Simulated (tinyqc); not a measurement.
Hot electrons in a saturated n-channel MOSFET, lucky-electron model: one step of the calculation.

Beyond pinch-off the lateral field grows as Esat cosh(y/l) over the velocity-saturated region (pseudo-two-dimensional model). Impact ionisation in this region gives the substrate current, which biases the body forward through Rsub. Currents are per width. Local-field laws: they overstate ionisation when the field peak is narrower than an energy relaxation length.

Task. Body bias from the substrate current. Cox = 3.9 eps0/tox. Overdrive g = Vg - VT + kb Vb; Vdsat = g Esat L/(g + Esat L); Id = Cox vs (g - Vdsat); dV = Vd - Id Rd - Vdsat; Em = sqrt((dV/l)^2 + Esat^2); Isub = Id (Ai/Bi) l Em exp(-Bi/Em). Vb(new) = Rsub Isub.

Values chosen for this exercise; values close to those of silicon n-channel devices: channel length L = 0.8 um; oxide thickness tox = 18 nm; threshold VT = 0.52 V; saturation velocity vs = 8.2e6 cm/s; ionisation prefactor Ai = 2e6 1/cm; ionisation field Bi = 1.82 MV/cm; resistance of the lightly doped drain Rd = 700 ohm um; substrate resistance Rsub = 15000 ohm um; fall of VT per volt of forward body bias kb = 0.47; drain voltage Vd = 3.7 V; gate voltage Vg = 2.7 V.

Constants: eps0 = 8.8541878128e-14 F/cm where lengths are in cm. Results are converted to the units shown.

Vb at the start = 0 V
l = 122.96341 nm
Esat = 0.04 MV/cm

Wanted: Vdsat; Id; dV; Em; Isub; Vb after iteration 1.

Result.

Vdsat = 1.297 V
Id = 139.0 uA/um
dV = 2.306 V
Em = 0.1918 MV/cm
Isub = 0.02719 uA/um
Vb after iteration 1 = 4.079e-4 V

Computed by the program tinyqc: `OMP_NUM_THREADS=1 python tinyqc.py 2550078 2550079 out.jsonl`, one thread of a shared Intel Xeon 2.30GHz, about 0.01 s for the whole run.
